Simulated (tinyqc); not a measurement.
Harmonic transition-state theory with quantum, tunnelling and friction corrections: one step, computed by the program tinyqc. Command: `OMP_NUM_THREADS=1 python tinyqc.py 3027942 3027943 out.jsonl rates walk`. One thread of a shared host (Intel(R) Xeon(R) Processor @ 2.30GHz), about 0.01 s of CPU time with the checks.

One atom hops between equivalent sites; three modes at the minimum and two real modes at the saddle are treated as harmonic, the rest of the crystal as unchanged; melting is ignored, so hot rows may lie above the melting point.

Question. Classical rate and diffusivity. Vineyard: nu* = product of minimum frequencies / product of real saddle frequencies; k_cl = nu* exp(-E_b/(k_B T)). Activation entropy S = k_B ln(nu* h/(k_B T)); for uncorrelated jumps D = z k d^2/6 and D0 = z nu* d^2/6; 1 angstrom^2 = 1e-16 cm^2.

Inputs (values chosen for the exercise, modelled on interstitial hydrogen in silicon):
```
quantity                     value      unit
barrier E_b                  0.481        eV
temperature T                  264         K
jump length d                 1.92  angstrom
number of jump directions z      6         -
```

Lattice of sites: three-dimensional.

frequencies at the minimum (THz): 38.8  39.4  56

real frequencies at the saddle (THz): 38.4  55.2

Constants: k_B = 8.617333262e-05 eV/K; h x 1 THz = 4.135667696 meV.

Give: prefactor nu*; classical rate k_cl; activation entropy in the Eyring form; classical diffusivity D; prefactor D0.

Answer.

prefactor nu* = 40.39 THz

classical rate k_cl = 26541 1/s

activation entropy in the Eyring form = 1.994 k_B

classical diffusivity D = 9.784e-12 cm^2/s

prefactor D0 = 0.01489 cm^2/s

Caution: h nu exceeds k_B T, so zero-point and tunnelling corrections to the classical rate matter.
